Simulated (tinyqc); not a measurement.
Which coupling does what: hole subbands of a hard-walled well, four-band Luttinger model.

Hole energies are counted downwards from the unstrained band edge, c = hbar^2/2m0. After the usual block transformation one block is H = [[P + Q - Zs, R - i S], [R + i S, P - Q + Zs]] in (heavy, light), with P +/- Q = c [(g1 +/- g2) k^2 + (g1 -/+ 2 g2) kz^2], R = sqrt(3) c gR k^2, S = 2 sqrt(3) c g3 k kz, kz = -i d/dz; axial approximation gR = (g2 + g3)/2. Zs = b (e_par - e_perp) is the shear part of the strain (the hydrostatic part shifts all levels alike and is left out). Basis sqrt(2/L) sin(n pi z/L), n = 1 to N, for each component: kz^2 gives (n pi/L)^2 and the heavy-light block is R delta_nm - 2 sqrt(3) c g3 k D_nm with D_nm = 4 n m/(L (n^2 - m^2)) for n + m odd, 0 otherwise. The other block has the same levels. The split-off band is left out.

Constants: hbar^2/2m0 = 3.80998211 eV angstrom^2.

Parameters, chosen for this exercise (near those of Ge; the results hold for these values, not for the real material):
```
symbol  value  unit        meaning
g1      13.46              Luttinger gamma1
g2      4.27               gamma2
g3      5.72               gamma3
L       195    angstrom    well width along [001]
k       0.014  1/angstrom  wave vector in the plane
```

shear strain energy Zs = -0.043468 eV

N = 20, at the given k. Diagonal: R = S = 0. Along [100] and [110] gR is g2 and g3 instead of their mean.

Cases:
```
model
diagonal
R alone
S alone
axial
[100]
[110]
```

Rank the cases by E1, lowest first.

Answer: [110], axial, [100], S alone, R alone, diagonal.

Hole energies (meV):
```
model,E1,E2,E3,E4
diagonal,-14.85,50.42,61.57,76.17
R alone,-15.39,48.89,62.12,77.70
S alone,-17.44,32.12,66.02,68.27
axial,-17.96,31.45,66.35,68.42
[100],-17.82,31.63,66.26,68.39
[110],-18.11,31.24,66.45,68.46
```

The couplings move E1 by -3.11 meV: R alone by -0.54, S alone by -2.59, so S matters more at k L/pi = 0.87 (R grows as k^2 and joins equal n, S as k and joins n of opposite parity). Warping spreads E1 by 0.30 meV between [100] and [110], the hole being heavier along [110]; the axial value lies between them.

tinyqc: `OMP_NUM_THREADS=1 python tinyqc.py 1281284 1281285 out.jsonl`; about 0.1 s, one thread, shared Intel(R) Xeon(R) Processor @ 2.30GHz.
